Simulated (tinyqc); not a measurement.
Phase shift across the band: Koster-Slater impurity in a tight-binding band, by Green functions and by supercells. Computed by tinyqc, a small Python program. Command: `OMP_NUM_THREADS=1 python tinyqc.py 3024869 3024870 out.jsonl kosterslater walk`. One thread of a shared host (Intel(R) Xeon(R) Processor @ 2.30GHz), about 0.02 s of CPU time with the checks.

One orbital per site, e(k) = -2 t sum cos(k_i) over 1 direction(s), band from -2 t to 2 t, lattice constant 1. One site has the extra energy U. Spin is left out.

Inputs (values chosen for the exercise, for a model band): hopping t = 1.6 eV; impurity potential U = -0.723 eV; broadening eta = 0.16 eV.

Lattice: chain.

Method:
- Outside the band G0(E) = sign(E)/sqrt(E^2 - 4 t^2).
- A bound state solves 1/U = G0(E).
- Bisection in ln(distance from the edge) between 1e-5 t and |U| + t. Weight on the impurity site: -1/(U^2 dG0/dE), by a central difference with step min(1e-4 t, distance/30). Decay length along an axis: 1/arccosh(1 + distance/(2 t)).
- Inside the band G0(z), z = E + i eta, comes from the chain form 1/(sqrt(y - 2t) sqrt(y + 2t)) (principal roots) at y = z.
- delta/pi = -arg(1 - U G0)/pi counts the states added below E (Friedel); host DOS = -Im G0/pi, DOS on the impurity = -Im[G0/(1 - U G0)]/pi; 13 evenly spaced energies from -(band edge + |U| + 2t) to +(band edge + |U| + 2t).

distance from the band edge = 0.0806598 eV

level E_b = -3.28066 eV

Across the spectrum:

| E (eV) | Re G0 (1/eV) | host DOS (1/eV) | DOS on the impurity (1/eV) | delta/pi |
|---|---|---|---|---|
| -7.1230 | -0.15700 | 0.00141 | 0.00179 | 0.00115 |
| -5.9358 | -0.19969 | 0.00241 | 0.00330 | 0.00204 |
| -4.7487 | -0.28370 | 0.00556 | 0.00880 | 0.00506 |
| -3.5615 | -0.59680 | 0.04251 | 0.12785 | 0.05356 |
| -2.3743 | -0.03753 | 0.14649 | 0.13857 | 0.10490 |
| -1.1872 | -0.00720 | 0.10689 | 0.10194 | 0.07619 |
| 0.0000 | 0.00000 | 0.09935 | 0.09453 | 0.07065 |
| 1.1872 | 0.00720 | 0.10689 | 0.09995 | 0.07543 |
| 2.3743 | 0.03753 | 0.14649 | 0.12567 | 0.09972 |
| 3.5615 | 0.59680 | 0.04251 | 0.02065 | 0.02144 |
| 4.7487 | 0.28370 | 0.00556 | 0.00383 | 0.00334 |
| 5.9358 | 0.19969 | 0.00241 | 0.00184 | 0.00153 |
| 7.1230 | 0.15700 | 0.00141 | 0.00113 | 0.00091 |

What follows from these numbers?

delta/pi starts and ends near zero (+0.001 and +0.001): the impurity moves states but creates none. The level lies only 0.5 eta outside the band, so the broadening smears its step. delta/pi rises at the bound state below the band (-3.281 eV), reaches 0.10 among these rows (1 in the limit of small eta, just above the level) and is paid back by the top of the band (on a chain half a state is lost at each edge, and in between delta = atan(|U|/sqrt(4 t^2 - E^2))).

Extremes, crossings and ranges named in words are read from the listed rows.
